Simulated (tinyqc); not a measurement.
Inside a calculation. Method: tight binding, honeycomb lattice. One step of it, computed by the program tinyqc.

Problem. Levels at k. Diagonalise the Hermitian matrix.

H(k) at k (eV):
```
                    A                   B
A           -0.853292  0.046856+0.808028i
B  0.046856-0.808028i            0.854075
```

Give: eigenvalues; weights |c|^2 of the basis functions.

Solution.

eigenvalues (eV): -1.176  1.177

weights |c|^2 of the basis functions:
```
   band 1  band 2
A   0.863   0.137
B   0.137   0.863
```
